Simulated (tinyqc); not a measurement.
# Hexagonal on-chip spiral inductor, lumped pi model: effects of single changes

Outer diameter do = di + 2 n wd + 2 (n - 1) sp, mean da = (do + di)/2, fill p = (do - di)/(do + di), length l = 3.464 n da. L = 2.33 mu0 n^2 da/(1 + 3.82 p), mu0 = 4 pi 1e-7 H/m. Rs = rho l/(wd delta (1 - exp(-th/delta))), delta = sqrt(rho/(pi f mu0)). Cs = n wd^2 eps0 eo/hu across the coil. At each end Cox = l wd eps0 eo/(2 ho) leads to the substrate branch Rsi = 2 rs he/(l wd) in parallel with Csi = l wd eps0 11.7/(2 he). With one end grounded Y = 1/(Rs + i w L) + i w Cs + 1/[1/(i w Cox) + 1/(1/Rsi + i w Csi)], w = 2 pi f; Q = -Im Y/Re Y. Eddy currents in neighbouring turns and in the substrate are left out.

Inputs (values chosen for the exercise); values of the order met in silicon radio-frequency processes: number of turns n = 1.5; line width wd = 20 um; space between turns sp = 1.5 um; inner diameter di = 100 um; metal thickness th = 0.9 um; metal resistivity rho = 3 uohm cm; oxide below the coil ho = 8.9 um; oxide between coil and underpass hu = 0.7 um; relative permittivity of the oxide eo = 4.1; substrate resistivity rs = 1000 ohm cm; effective spreading depth in the substrate he = 80 um; frequency f = 1.3 GHz.

Constants: eps0 = 8.8541878128e-12 F/m. Results are converted to the units shown.

Each table varies one quantity; the others keep the values above.

## Quality factor against frequency

Apparent inductance Im(1/Y)/w; share of the loss Re(substrate branch)/Re Y.

Result of one run:
```
f (GHz)  Rs (ohm)  w L/Rs      Q  apparent inductance (nH)  loss in the substrate (%)
12          1.891   18.09  16.27                    0.5026                     0.3029
```

What becomes of these results when the frequency f is changed from 12 to 33 GHz, all else the same?

Result of the changed run:
```
f (GHz)  Rs (ohm)  w L/Rs      Q  apparent inductance (nH)  loss in the substrate (%)
33          2.508   37.51  9.670                     1.713                      1.699
```

The whole series:
```
f (GHz)  Rs (ohm)  w L/Rs      Q  apparent inductance (nH)  loss in the substrate (%)
0.64        1.287   1.418  1.418                    0.4538                   0.001889
1           1.327   2.148  2.146                    0.4540                   0.003640
1.7         1.390   3.486  3.478                    0.4545                   0.008941
2.8         1.470   5.432  5.401                    0.4561                    0.02192
4.6         1.575   8.328  8.203                    0.4602                    0.05418
7.5         1.713   12.48  11.99                    0.4716                     0.1312
12          1.891   18.09  16.27                    0.5026                     0.3029
20          2.153   26.48  19.16                    0.6218                     0.7343
33          2.508   37.51  9.670                     1.713                      1.699
```

Q goes from 1.42 through a maximum of 19.2 (at f = 20 GHz among the rows listed) to 9.67; the exact peak is 19.2 at 19.7 GHz and Q reaches zero at the self-resonance, 38.4 GHz. The share of the substrate rises from 0.00189 to 1.70 %, and the apparent inductance ends at 3.78 times L. At the peak the substrate takes 0.714 % of the loss. For f = 33 the coil is longer than 0.15 of a wavelength in the oxide, where one lumped section is rough.

## Effect of the line width

Same model as above.

Peak Q and its frequency from a search over f; self-resonance where Im Y = 0; Q at the given f (negative beyond resonance).

Effect of the line width:
```
wd (um)  L (nH)  do (um)  peak Q  f of the peak (GHz)  self-resonance (GHz)  Q at f
2        0.6006    107.5   9.885                104.4                 223.6  0.4558
4        0.5664    113.5   13.70                66.21                 138.3  0.8356
6        0.5398    119.5   15.82                49.77                 102.3   1.162
9        0.5098    128.5   17.55                36.92                 74.58   1.581
13       0.4821    140.5   18.63                27.83                 55.35   2.051
18       0.4599    155.5   19.11                21.45                 42.08   2.549
25       0.4428    176.5   19.13                16.29                 31.55   3.147
```

What does the comparison show?

As wd goes from 2 to 25, L falls from 0.601 to 0.443 nH, the peak Q rises from 9.88 to 19.1, its frequency falls from 104 to 16.3 GHz and the self-resonance falls from 224 to 31.5 GHz.

tinyqc, about 0.01 s, one thread, Intel Xeon 2.30GHz (shared host): `OMP_NUM_THREADS=1 python tinyqc.py 2302236 2302237 out.jsonl`
